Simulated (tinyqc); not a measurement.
sp3s* tight binding with spin-orbit coupling, step by step. Values are carried at full precision from step to step, so a last printed digit may differ when a step is redone from the rounded ones.

sp3s* tight binding, nearest neighbours only: anion (a) at 0, cation (c) at a/4 (1,1,1), orbitals s, px, py, pz, s* on each; k in units of 2 pi/a. With phases e_j = exp(i (pi/2) k.n_j) for n = (1,1,1), (1,-1,-1), (-1,1,-1), (-1,-1,1): g0 = (e1+e2+e3+e4)/4, g1 = (e1+e2-e3-e4)/4, g2 = (e1-e2+e3-e4)/4, g3 = (e1-e2-e3+e4)/4. The diagonal holds the levels Esa, Epa, Exa (s*) and Esc, Epc, Exc. Anion-cation block: <sa|sc> = Vss g0; <sa|xc> = Vsapc g1; <xa|sc> = -Vscpa g1; <xa|xc> = Vxx g0; <xa|yc> = <ya|xc> = Vxy g3, <xa|zc> = <za|xc> = Vxy g2, <ya|zc> = <za|yc> = Vxy g1; <s*a|xc> = Vxapc g1; <xa|s*c> = -Vpaxc g1; y and z take g2 and g3 in place of g1; s-s* and s*-s* vanish.

Constants: hbar^2/2m0 = 3.80998211 eV angstrom^2.

Inputs chosen for the exercise (near a published set for SiC, fitted to gaps, whose masses and valley positions are rough; spin-orbit coupling, where it is added without a refit, lifts the valence top and shrinks all gaps by about a third of the splitting; not measured data): k = (0.95, 0, 0) 2 pi/a (wave vector); Esa = -8.503 eV (s level of the anion); Epa = 2.139 eV (p level of the anion); Esc = -4.842 eV (s level of the cation); Epc = 4.322 eV (p level of the cation); Exa = 9.605 eV (s* level of the anion); Exc = 9.363 eV (s* level of the cation); Vss = -12.398 eV (s-s); Vxx = 3.015 eV (px-px); Vxy = 5.899 eV (px-py); Vsapc = 9.506 eV (s anion, p cation); Vscpa = 9.137 eV (s cation, p anion); Vxapc = 8.722 eV (s* anion, p cation); Vpaxc = 4.386 eV (p anion, s* cation); Da = 0.006 eV (atomic spin-orbit splitting, anion); Dc = 0.042 eV (the same, cation); a = 4.357 angstrom (lattice constant).

## Phase sums

Form g0 to g3 at this k.

g0, g1, g2, g3: 0.07846  0.99692i  0.00000  0.00000

## The Hamiltonian without spin-orbit coupling

Fill in the 10 x 10 matrix.

H(k) (eV):
```
           sa       xa        ya        za       s*a        sc       xc       yc       zc       s*c
sa    -8.5030        0         0         0         0   -0.9727  9.4767i        0        0         0
xa          0   2.1390         0         0         0  -9.1088i   0.2366        0        0  -4.3725i
ya          0        0    2.1390         0         0         0        0   0.2366  5.8808i         0
za          0        0         0    2.1390         0         0        0  5.8808i   0.2366         0
s*a         0        0         0         0    9.6050         0  8.6951i        0        0         0
sc    -0.9727  9.1088i         0         0         0   -4.8420        0        0        0         0
xc   -9.4767i   0.2366         0         0  -8.6951i         0   4.3220        0        0         0
yc          0        0    0.2366  -5.8808i         0         0        0   4.3220        0         0
zc          0        0  -5.8808i    0.2366         0         0        0        0   4.3220         0
s*c         0  4.3725i         0         0         0         0        0        0        0    9.3630
```

## Levels at this k

Diagonalise H, which belongs to k = (0.95, 0, 0) (2 pi/a). Four bands are filled (two electrons each); give the make-up of band 5, the lowest empty one.

levels (eV): -14.4381  -11.3157  -2.7554  -2.7554  2.3014  5.4264  9.2164  9.2164  12.6701  17.4400

weights of band 5: s 0.240, p 0.316, s* 0.444

weight of band 5 on atom a = 0.686

The vertical gap at this k is 5.0568 eV; band 5 is mostly s*-like.

## Levels at Gamma

Spin-orbit coupling acts within the p shell of each atom as (D/3) L.sigma, D = Da or Dc: it puts four states at Ep + D/3 and two at Ep - 2D/3.

At k = 0 only g0 = 1 is left and H falls into 2 x 2 blocks [[E_a, V], [V, E_c]] with roots (E_a + E_c)/2 -/+ sqrt(((E_a - E_c)/2)^2 + V^2); the s* levels stay uncoupled. The direct gap runs from the highest lower root of the p blocks to the lowest upper root.

Blocks at Gamma (eV):
```
block               E_a      E_c         V  lower root  upper root
s (Gamma6)      -8.5030  -4.8420  -12.3980    -19.2049      5.8599
p 3/2 (Gamma8)   2.1410   4.3360    3.0150      0.0300      6.4470
p 1/2 (Gamma7)   2.1350   4.2940    3.0150      0.0121      6.4169
```

direct gap at Gamma = 5.8299 eV

The lowest empty level at Gamma is s-like. The split-off band lies 0.0179 eV below the top, between Dc = 0.042 and Da = 0.006 eV, weighted by where the valence p state sits.

## Bands near the gap

Diagonalise at L = (1/2,1/2,1/2), X = (1,0,0), W = (1,1/2,0), K = (3/4,3/4,0) and at the fractions named between them; energies from the top of the valence band at Gamma; the matrix is 20 x 20 and 8 levels are filled.

Levels (eV):
```
k        level 3  level 5  level 7  level 8  level 9  level 10  level 11
L         -9.701   -1.395   -1.382   -1.382    3.493     3.493     5.841
L-G 0.5   -5.326   -0.764   -0.752   -0.752    4.282     4.282     6.504
G         -0.018    0.000    0.000    0.000    5.830     5.830     6.387
G-X 0.2   -1.434   -0.374   -0.363   -0.363    5.357     5.357     6.338
G-X 0.4   -4.290   -1.182   -1.172   -1.172    3.984     3.984     6.504
G-X 0.6   -7.311   -2.011   -2.001   -2.001    2.979     2.979     6.097
G-X 0.7   -8.719   -2.344   -2.335   -2.335    2.648     2.648     5.832
G-X 0.8   -9.990   -2.595   -2.586   -2.586    2.426     2.426     5.599
G-X 0.9  -11.014   -2.750   -2.741   -2.741    2.301     2.301     5.439
X        -11.470   -2.803   -2.794   -2.794    2.262     2.262     5.382
W        -11.470   -2.809   -2.795   -2.793    2.257     2.266     5.381
K        -11.214   -3.013   -2.384   -2.384    2.354     2.361     5.416
K-G 0.5   -6.541   -1.827   -0.854   -0.854    3.889     3.897     6.025
```

On these points the lowest empty level is lowest at W, 2.257 eV above the top. The band is nearly flat from X to W in this model, an artefact of nearest-neighbour coupling.

## Valleys and masses

The lowest conduction level (mean of the pair) at Gamma, at its minimum on (x,0,0) for x from 0.5 to 1, and at the point L (L, and X where the search ends there, need not be minima in this model; a zero or negative inverse mass shows it). Inverse masses m0/m = (E(+h) + E(-h) - 2 E)/(2 c q^2) with c = hbar^2/2m0, q = h 2 pi/a, h = 0.002; longitudinal along the valley axis ([100] at Gamma and Delta, [111] at L), transverse along [010] or [1-10]. A dash: the next level lies within 0.15 eV, so a single mass has no use there.

Valleys:
```
valley  x (2 pi/a)  E - Ev (eV)  m0/m_l  m0/m_t
Gamma       0.0000       5.8299    1.97    1.97
Delta       1.0000       2.2616    0.50    0.00
L           0.5000       3.4933    0.42   -1.01
```

Of these three the lowest is the Delta line, which makes the gap indirect, 2.2616 eV. A negative value marks a point that is no minimum along that axis. At Delta m0/m_t is 0.00. This nearest-neighbour model is fitted to gaps: it places the Delta minimum and the masses at Delta and L only roughly (transverse masses can be several times too heavy), and since its bands are flat from X to W the transverse mass grows too heavy towards X; d orbitals or second neighbours cure this.

## Checks

- Direct gap at Gamma from the blocks against the full matrix: both 5.82994.

tinyqc: `OMP_NUM_THREADS=1 python tinyqc.py 1450231 1450232 out.jsonl`; about 0.1 s, one thread, shared Intel(R) Xeon(R) Processor @ 2.30GHz.
